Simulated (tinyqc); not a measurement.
Inside a calculation: k.p theory built from an empirical-pseudopotential calculation at Gamma. Values are carried at full precision from step to step, so a last printed digit may differ when a step is redone from the rounded ones.

Empirical pseudopotential on the fcc lattice, atoms at +/- tau, tau = a (1,1,1)/8, no spin-orbit coupling. H(G,G') = c (2 pi/a)^2 |k + G|^2 delta + VS(q) cos(q.tau) + i VA(q) sin(q.tau), q = G - G', c = hbar^2/2m0; k and G in units of 2 pi/a; VS at |q|^2 = 3, 8, 11 and VA at 3, 4, 11, in rydberg, zero elsewhere. The basis is fixed: all 59 G with |G|^2 up to Gcut. Energies are counted from the fourth level at Gamma.

Constants: hbar^2/2m0 = 3.80998211 eV angstrom^2; Ry = 13.60569312 eV.

Values chosen for the exercise (near those of Si; shifted at random, so the results belong to these values and not to a real crystal): a = 5.434 angstrom (lattice constant); VS = (-0.209, 0.04, 0.082) Ry (symmetric form factors); VA = (0, 0, 0) Ry (antisymmetric form factors); Gcut = 12 (2 pi/a)^2 (largest |G|^2 of the fixed basis).

## Levels at Gamma

Diagonalise H at k = 0 and group equal levels.

Multiplets at Gamma:
```
multiplet  degeneracy    E (eV)
1                   1  -12.6798
2                   3    0.0000
3                   3    3.4335
4                   1    4.0446
5                   1    7.5759
6                   2    7.9181
7                   3   12.3548
8                   1   14.1431
9                   3   27.5959
```

The lowest empty multiplet is a triplet at 3.434 eV; the lowest empty singlet (s-like) is multiplet 4.

## Mass of the s-like conduction level (multiplet 4)

For a multiplet A of d_A states, W(B) = (4 c/(3 d_A)) sum over n in A, m in B and i = x, y, z of |<n|G_i|m>|^2 (G in 1/angstrom, <n|G_i|m> = sum_G c_n(G)* G_i c_m(G)); the mean inverse mass of A is 1 + sum_B W(B)/(E_A - E_B). Multiplets with W = 0 are left out.

List the couplings (the first eight at most); W to the valence triplet is the Kane energy Ep.

Couplings:
```
multiplet B  degeneracy  E_B (eV)   W (eV)  W/(E_A - E_B)
2                     3    0.0000  21.2470         5.2532
7                     3   12.3548   0.0170        -0.0020
11                    3   29.1183   0.4951        -0.0197
20                    3   45.9850   0.1473        -0.0035
22                    3   46.7190   0.0381        -0.0009
25                    3   52.2135   0.0262        -0.0005
```

sum over the higher multiplets = 0
1/m = 6.2264

Ep = 21.25 eV. The valence triplet gives 5.25, all other levels together -0.03; m = 0.1606, against 0.1599 for two levels alone.

## Valence parameters

Fold all other levels onto the valence triplet: D(u) = c + 4 c^2 sum_m <n|u.G|m><m|u.G|n'>/(0 - E_m), in units of c. Along [100] its eigenvalues are L (once) and M (twice); along [111] (L + 2M + 2N)/3 (once) and (L + 2M - N)/3 (twice). Then g1 = -(L + 2M)/3, g2 = -(L - M)/6, g3 = -N/6.

eigenvalues along [100]: -6.035  -3.533  -3.533

eigenvalues along [111]: -10.265  -1.418  -1.418

L, M, N: -6.035  -3.533  -8.847

g1, g2, g3: 4.367  0.417  1.475

With spin-orbit coupling added at fixed g1, g2, g3 and large against the hole energy these give heavy and light masses along [100] of 0.283 and 0.192. The s-like level alone adds Ep/(3E) = 1.75 to g1. Local form factors fix Ep and the gap only roughly, so these values can lie far from measured ones.

## Checks

- 1/m of the s-like level from the sum against the curvature of the band: both 6.226.
- L and M against the curvatures along [100]: largest relative difference 3.3e-07.

Run: tinyqc, `OMP_NUM_THREADS=1 python tinyqc.py 1081171 1081172 out.jsonl`; Intel(R) Xeon(R) Processor @ 2.30GHz, one thread, shared host; about 0.3 s of CPU time with all checks.
